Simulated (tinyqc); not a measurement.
## A and C from the efficiency peak

Question. ABC model of an LED: J = q da (A n + Ba n^2 + Ca n^3), IQE = Ba n^2/(A n + Ba n^2 + Ca n^3), differential lifetime 1/(A + 2 Ba n + 3 Ca n^2). The peak lies at n = sqrt(A/Ca). Given Ba, find n at the peak, A and Ca.

Values chosen for this exercise:
- Ba = 6.7e-11 cm^3/s (radiative coefficient of the active layer)
- da = 7.8 nm (thickness of the active layer)

Constants: q = 1.602176634e-19 C. Results are converted to the units shown.

peak IQE = 96.782899 %
J at the peak = 67.047544 A/cm^2

Solution. IQE J = q da Ba n^2 gives n. At the peak A n = Ca n^3, each being half of the non-radiative rate Ba n^2 (1/IQE - 1).

n at the peak = 2.78e18 cm^-3
A = 3.10e6 1/s
Ca = 4.00e-31 cm^6/s

tinyqc, about 0.01 s, one thread, Intel Xeon 2.30GHz (shared host): `OMP_NUM_THREADS=1 python tinyqc.py 2300122 2300123 out.jsonl`
